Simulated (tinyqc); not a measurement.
Equilibrium and kinetic segregation of a solute to boundaries and growing surfaces: one step, computed by the program tinyqc. Command: `OMP_NUM_THREADS=1 python tinyqc.py 3011293 3011294 out.jsonl segreg walk`. One thread of a shared host (Intel(R) Xeon(R) Processor @ 2.30GHz), about 0.01 s of CPU time with the checks.

Task: Boundary energy. Gibbs adsorption for this isotherm in a dilute matrix: gamma = gamma_0 + Gam_0 [k_B T ln(1 - theta) + z w theta^2/2], Gam_0 = delta/Omega sites per area.

Inputs (values chosen for the exercise, for a model alloy):
```
quantity                             value        unit
interaction z w (positive attracts)   0.18          eV
temperature T                         1225           K
boundary thickness delta              0.57          nm
atomic volume Omega                   14.2  angstrom^3
clean boundary energy gamma_0          0.7       J/m^2
```

Isotherm: Fowler-Guggenheim.

coverage theta = 0.9654229

Constants: 1 eV/angstrom^2 = 16.02176634 J/m^2; k_B = 8.617333262e-05 eV/K.

Give: Gam_0; boundary energy gamma.

Result:

Gam_0 = 40.14 1/nm^2

boundary energy gamma = -1.045 J/m^2

gamma comes out negative: the grains would shrink until depletion brings it to zero, unless a compound precipitates first. Caution: gamma nears or passes zero; a compound usually precipitates before that. Caution: so much solute in the grains may exceed the solubility and is no longer dilute. Caution: near saturation a single segregation energy is a poor picture.
